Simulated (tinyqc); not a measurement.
Worked calculation: Hubbard ring of 3 sites. One step of it, computed by the program tinyqc.

Problem. Mean-field iteration 1. H(up) = T + U n(down), H(down) = T + U n(up); fill the lowest levels; n(new) = n + mixing (n(out) - n); E = tr T (rho up + rho down) + U sum n_up n_down of the output.

one-body matrix (hopping and site energies) (eV), lower triangle:
```
           1          2         3
1   0.000000
2  -1.460000   0.000000
3  -1.460000  -1.460000  0.000000
```

U = 5.700000 eV

electrons, up and down: 2  1

mixing = 0.500000

n(up) at the start (a guess, not normalised): 1 0.717000, 2 0.617000, 3 0.717000

n(down) at the start (a guess): 1 0.283000, 2 0.383000, 3 0.283000

Give: levels, up; levels, down; energy; n(up) after iteration 1; n(down) after iteration 1.

Solution.

levels, up (eV): -1.133  3.073  3.469

levels, down (eV): 0.960  5.184  5.547

energy = -0.750 eV

n(up) after iteration 1: 1 0.789, 2 0.448, 3 0.789

n(down) after iteration 1: 1 0.293, 2 0.389, 3 0.293
